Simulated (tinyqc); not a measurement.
# Chemically amplified photoresist: aerial image, acid generation, bake, development and line width, step by step

A worked calculation. Computed by tinyqc, a small Python program that keeps every step. Command: `OMP_NUM_THREADS=1 python tinyqc.py 3010594 3010595 out.jsonl resist walk`. One thread of a shared host (Intel(R) Xeon(R) Processor @ 2.30GHz), about 0.02 s of CPU time with the checks. Intermediate numbers are printed to about 5 digits and carried at full precision; extremes and crossings named in words are read from the listed rows.

Lines and spaces of pitch p with a two-beam-like image; x = 0 is the middle of the bright space. The resist is positive and treated as uniform in depth.

Inputs (values chosen for the exercise, for a model resist at 13.5 nm):

| quantity | value | unit |
|---|---|---|
| pitch p | 27 | nm |
| image contrast c | 0.58 | - |
| mean dose E | 24.2 | mJ/cm^2 |
| Dill parameter C | 0.015 | cm^2/mJ |
| quencher load q, relative to the acid generator | 0.12 | - |
| acid diffusivity D | 0.057 | nm^2/s |
| bake time t | 45 | s |
| amplification rate k_amp | 0.028 | 1/s |
| threshold protection m_th | 0.62 | - |
| development selectivity n | 12 | - |
| largest rate r_max | 430 | nm/s |
| smallest rate r_min | 0.16 | nm/s |
| resist thickness d | 31 | nm |
| development time t_d | 45 | s |
| photon energy | 91.84 | eV |
| absorption coefficient alpha | 5.2 | 1/um |

## Acid image and its blur

Dose E(x) = E [1 + c cos(2 pi x/p)]; acid h = 1 - exp(-C E(x)). Bake: the acid image is blurred by a Gaussian of variance sigma^2 = 2 D t (each Fourier term k of h, taken on 64 points, is multiplied by exp(-4 pi^2 k^2 D t/p^2)). Cosine coefficients: h(x) = sum_k h_k cos(2 pi k x/p).

diffusion length sigma = sqrt(2 D t) = 2.2650 nm

h_0 to h_4 before the bake: 0.29668  0.14726  -0.00774  0.00027  -0.00001

h_0 to h_4 after the blur: 0.29668  0.12816  -0.00444  0.00008  0.00000

blur factor of the first harmonic = 0.87031

sigma/p = 0.084; the blur keeps 87 % of the modulation.

## From image to dissolution rate

The quencher then removes q, h_eff = max(h_blurred - q, 0); protection m = exp(-k_amp t h_eff). Mack rate r = r_max (a + 1)(1 - m)^n/(a + (1 - m)^n) + r_min, a = ((n + 1)/(n - 1))(1 - m_th)^n.

Across half a pitch:

| x/p | x (nm) | dose (mJ/cm^2) | blurred acid | protection m | rate (nm/s) |
|---|---|---|---|---|---|
| 0.00 | 0.00 | 38.236 | 0.42049 | 0.68481 | 35.564 |
| 0.05 | 1.35 | 37.549 | 0.41503 | 0.68954 | 30.104 |
| 0.10 | 2.70 | 35.555 | 0.39898 | 0.70363 | 17.836 |
| 0.15 | 4.05 | 32.450 | 0.37331 | 0.72675 | 7.004 |
| 0.20 | 5.40 | 28.537 | 0.33982 | 0.75808 | 1.767 |
| 0.25 | 6.75 | 24.200 | 0.30112 | 0.79595 | 0.369 |
| 0.30 | 8.10 | 19.863 | 0.26073 | 0.83751 | 0.174 |
| 0.35 | 9.45 | 15.950 | 0.22280 | 0.87851 | 0.160 |
| 0.40 | 10.80 | 12.845 | 0.19165 | 0.91368 | 0.160 |
| 0.45 | 12.15 | 10.851 | 0.17116 | 0.93758 | 0.160 |
| 0.50 | 13.50 | 10.164 | 0.16400 | 0.94606 | 0.160 |

The dose varies by a factor 3.76 across the pattern and the rate by 222.

## Space width and dose latitude

Edge: vertical development clears the film where r t_d >= d; the space width is twice the x where r = d/t_d. Dose sensitivity = d ln(width)/d ln E from widths at 1.005 E and E/1.005; image log-slope at the edge = |d ln E/dx|, normalised by the width (NILS); latitude for 10 % of width = 10 %/sensitivity.

space width = 12.374 nm

dose sensitivity = 1.4366

NILS = 1.5393

dose latitude = 6.9609 %

At the same width a resist without blur would give a sensitivity 2/NILS = 1.299; the blur multiplies it by 1.11. Caution: lateral development, standing waves and the joint diffusion of acid and quencher are left out, so widths are indicative.

## Photon statistics at the edge

The edge lies at x = width/2. Absorbed photons per volume N = E(edge) alpha/(photon energy), 1 mJ/cm^2 = 62.41509 eV/nm^2, alpha in 1/nm; a Gaussian blur averages over a volume V = (2 sqrt(pi) sigma)^3; relative noise 1/sqrt(N V); edge noise sigma_x = (dh/d ln E) noise/|dh/dx|, with both derivatives of the blurred acid at the edge.

absorbed photons N = 0.091999 1/nm^3

photons in the blur volume = 47.619

edge noise from photons = 1.2880 nm

Caution: the noise counts photons alone (acid and quencher statistics add to it) and takes the film as thicker than the blur; a thinner film averages in two dimensions only.

## Blur against noise

For each sigma the edge is held at x = p/4; N is taken at the mean dose; edge noise = (dh/d ln E)/(sqrt(N V) |dh/dx|), both derivatives taken of the blurred acid, V = (2 sqrt(pi) sigma)^3, N = E alpha/(photon energy), 1 mJ/cm^2 = 62.41509 eV/nm^2.

Trade-off:

| sigma/p | sigma (nm) | blur factor | photons in V | edge noise (nm) |
|---|---|---|---|---|
| 0.02 | 0.54 | 0.99214 | 5.9989e-01 | 9.6233 |
| 0.04 | 1.08 | 0.96891 | 4.7991e+00 | 3.4655 |
| 0.07 | 1.89 | 0.90781 | 2.5720e+01 | 1.5786 |
| 0.10 | 2.70 | 0.82087 | 7.4986e+01 | 1.0093 |
| 0.14 | 3.78 | 0.67917 | 2.0576e+02 | 0.7266 |
| 0.18 | 4.86 | 0.52753 | 4.3732e+02 | 0.6369 |
| 0.22 | 5.94 | 0.38467 | 7.9846e+02 | 0.6445 |
| 0.27 | 7.29 | 0.23717 | 1.4760e+03 | 0.7681 |
| 0.33 | 8.91 | 0.11653 | 2.6948e+03 | 1.1568 |

The noise is least near sigma/p = 0.18 among these rows. More diffusion averages over more photons (noise falls as sigma^(-3/2)) until it erases the image slope (factor exp(-2 pi^2 sigma^2/p^2)); for a pure cosine the two balance at sigma/p = sqrt(3/8)/pi = 0.195. Caution: for a film thinner than the blur the noise falls as 1/sigma only, and the optimum moves to sigma/p = 1/(2 pi) = 0.159. Caution: rows with under about ten photons in V are beyond a Gaussian noise estimate.

Checks made by the program: sensitivity 2/NILS in the limit of no diffusion (relative difference 2e-06).
